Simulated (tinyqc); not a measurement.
Exact and approximate surface terms: size effects in the resistivity of thin metal films and interconnect lines. Computed by tinyqc, a small Python program. Command: `OMP_NUM_THREADS=1 python tinyqc.py 3010470 3010471 out.jsonl size walk`. One thread of a shared host (Intel(R) Xeon(R) Processor @ 2.30GHz), about 0.01 s of CPU time with the checks.

Electrons lose their drift at surfaces (a share 1 - p of the hits) and at grain boundaries (reflection R), besides bulk scattering.

Inputs (values chosen for the exercise, modelled on aluminium): bulk mean free path lambda = 19.2 nm; specularity p = 0.

Geometry: film.

Method. Fuchs-Sondheimer film: rho_b/rho = 1 - (3/(2 kappa))(1 - p) int_0^1 (s - s^3)(1 - exp(-kappa/s))/(1 - p exp(-kappa/s)) ds, f = rho/rho_b, kappa = thickness/lambda, 80 Gauss-Legendre points. Thick-film form 1 + 3 (1 - p)/(8 kappa); thin-film form (4/3)((1 - p)/(1 + p))/(kappa ln(1/kappa)).

Rho/rho_b:
```
kappa,h (nm),exact,thick-film form,thin-film form
0.01,0.192,26.484,38.5000,28.953
0.02,0.384,15.333,19.7500,17.041
0.05,0.96,7.728,8.5000,8.902
0.1,1.92,4.782,4.7500,5.791
0.2,3.84,3.096,2.8750,4.142
0.5,9.6,1.916,1.7500,-
1,19.2,1.462,1.3750,-
2,38.4,1.221,1.1875,-
5,96,1.081,1.0750,-
10,192,1.039,1.0375,-
```

What does the comparison show, and why?

The thick-film form is within 5 % down to kappa = 2; at kappa = 0.01 it is 1.45 times the exact value and the thin-film form 1.09 times. The resistivity doubles between 3.84 and 9.60 nm. Rows thinner than about 5 nm only illustrate the formulas.

Extremes, crossings and ranges named in words are read from the listed rows.
